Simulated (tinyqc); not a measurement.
AlGaN/GaN HEMT with access regions, lumped model: output curve without and with trapping.

A polarisation-induced electron sheet under a Schottky gate, in series with two ungated access regions and contacts. Drift law v = mu E/(1 + mu E/vs) under the gate. Currents in mA/mm, resistances in ohm mm. No self-heating, no channel-length modulation; fits for polarisation, barrier and offset are chosen for the exercise.

sigma = (5e13 x + 1.6e13 x^2) cm^-2, phiB = 0.84 + 1.3 x, dEc = 0.7 (1.71 x + x^2) in volts, Cb = eps0 eps_r/d, VT = phiB - dEc - q sigma/Cb, access density n0 = -Cb VT/q. Access resistance R(L, n) = L/(q mu n sqrt(1 - (I/(q n vs))^2)); Rs = Rc + R(Ls, n0), Rd = Rc + R(Ld, (1 - ft) n0). Vg' = Vg - I Rs, Vd' = Vd - I (Rs + Rd); with u = Vg' - VT, Vc = vs Lg/mu and w the smaller of Vd' and Vc [sqrt(1 + 2 u/Vc) - 1] (0 if negative), the channel gives (mu Cb/Lg)(u w - w^2/2)/(1 + w/Vc). I equals that channel current. The two columns take ft = 0 and ft = 0.3; collapse = 1 - (second)/(first).

Inputs (values chosen for the exercise); values close to those of AlGaN/GaN structures:

| symbol | value | unit | meaning |
|---|---|---|---|
| x | 0.31 |  | aluminium share of the barrier |
| d | 12 | nm | barrier thickness |
| eps_r | 9.1 |  | relative permittivity of barrier and channel |
| mu | 1300 | cm^2/(V s) | channel mobility |
| vs | 1.5e7 | cm/s | saturation velocity |
| Lg | 0.5 | um | gate length |
| Ls | 1 | um | source access length |
| Ld | 2 | um | drain access length |
| Rc | 0.38 | ohm mm | resistance of each contact |
| Vg | -0.5 | V | gate voltage |

Constants: q = 1.602176634e-19 C, eps0 = 8.8541878128e-14 F/cm where lengths are in cm. Results are converted to the units shown.

Output curve without and with trapping:
```
Vd (V),"I, ft = 0 (mA/mm)","I, ft = 0.3 (mA/mm)",collapse (%)
0.25,122.5,106.8,12.78
0.5,242.2,211.7,12.59
1,469.5,412.8,12.08
2,840.0,759.2,9.62
3,977.9,966.4,1.17
4,977.9,977.9,0.00
6,977.9,977.9,0.00
8,977.9,977.9,0.00
12,977.9,977.9,0.00
```

Without trapping the current rises from 123 to 978 mA/mm and first comes within 2 % of its last value at Vd = 3 V among the rows; with trapping that knee lies at 3 V. The collapse is 13 % in the first row, at most 13 % and 0 % in the last: once the gated channel saturates, the drain access only takes spare voltage. For Vd = 6 to 12 V the power passes 5 W/mm, where self-heating, left out here, lowers the current.

Program tinyqc, `OMP_NUM_THREADS=1 python tinyqc.py 2570086 2570087 out.jsonl`; Intel Xeon 2.30GHz, shared host, one thread, about 0.02 s.
